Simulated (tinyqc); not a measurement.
A particle near a wafer in liquid: double-layer and van der Waals forces (DLVO), deposition barrier and removal: one step, computed by the program tinyqc. Command: `OMP_NUM_THREADS=1 python tinyqc.py 3110296 3110297 out.jsonl dlvo walk`. One thread of a shared host (Intel(R) Xeon(R) Processor @ 2.30GHz), about 0.01 s of CPU time with the checks.

Sphere and flat wall, Derjaguin approximation, constant potentials in the linear-superposition form, no retardation and no hydration force.

Question. Energy and force at one gap. U(h) = Z R exp(-kappa h) - A R/(6 h); F(h) = -dU/dh = kappa Z R exp(-kappa h) - A R/(6 h^2), positive for repulsion.

Inputs (values chosen for the exercise, of the order of those for polymer latex on silicon in water):
```
quantity,value,unit
particle radius R,140,nm
Hamaker constant A,1.4e-20,J
temperature T,343,K
gap h,10,nm
```

Z = -3.416534 pN

kappa = 0.4564617 1/nm

Constants: k_B = 1.380649e-23 J/K.

Give: double-layer energy; van der Waals energy; U(h); F(h).

Answer.

double-layer energy = -1.0518 k_B T

van der Waals energy = -6.8981 k_B T

U(h) = -7.9499 k_B T

F(h) = -5.5404 pN
